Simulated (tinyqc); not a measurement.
# Changing the ripple wavelength over the critical one

Model: strain-driven roughening and islands of a mismatched epitaxial film. Computed by tinyqc, a small Python program. Command: `OMP_NUM_THREADS=1 python tinyqc.py 3016731 3016732 out.jsonl island sweep`. One thread of a shared host (Intel(R) Xeon(R) Processor @ 2.30GHz), about 0.01 s of CPU time with the checks.

Film and substrate share isotropic elastic constants; the film is coherent and biaxially strained.

Inputs (values chosen for the exercise, modelled on Ge on Si):
```
quantity,value,unit
misfit |f|,0.043,-
shear modulus G,54.5,GPa
Poisson ratio nu,0.23,-
surface energy gamma,1.04,J/m^2
surface mobility D_s nu_s Omega^2/(k_B T),2e-33,m^6/(J s)
initial ripple amplitude A0,0.24,nm
```

Transport: surface diffusion.

Method. M = 2 G (1 + nu)/(1 - nu); stress = M f; energy density w = M f^2. A ripple A cos(k x) has the surface chemical potential per volume [gamma k^2 - 2 (1 + nu) w k] A cos(k x), so k_c = 2 (1 + nu) w/gamma. With surface diffusion the amplitude grows at the rate q = B k^2 [2 (1 + nu) w k - gamma k^2], fastest at k_m = (3/4) k_c. B is the surface mobility. Stress at the trough = stress x (1 + 2 k A).

One run for each value:
```
ripple wavelength over the critical one,q over the largest rate,k (1/nm),stress concentration at A0
0.8,-4.6296e+00,0.95190,1.4569
1.0,2.8734e-11,0.76152,1.3655
1.3,9.9592e-01,0.58578,1.2812
1.7,7.9465e-01,0.44795,1.2150
2.2,4.8570e-01,0.34614,1.1661
2.9,2.5471e-01,0.26259,1.1260
3.7,1.3659e-01,0.20582,1.0988
4.8,6.7873e-02,0.15865,1.0762
6.2,3.3367e-02,0.12283,1.0590
8.0,1.6204e-02,0.09519,1.0457
```

Describe and explain the trends.

Over the rows, q over the largest rate goes from -4.63 through a maximum among these rows, 0.996 at 1.30, to 0.0162; k (1/nm) falls from 0.952 to 0.0952 (exponent d ln y / d ln x about -1.0 throughout); stress concentration at A0 falls from 1.46 to 1.05 (exponent d ln y / d ln x -0.29 between the first rows and -0.049 between the last). The rate is negative below the critical wavelength, where surface energy wins, and falls again at long wavelength, as k^3, since atoms must diffuse farther.

Caution (rows 0.800): k A0 is not small, so the linear theory of the ripple is rough.

Extremes, crossings and ranges named in words are read from the listed rows.
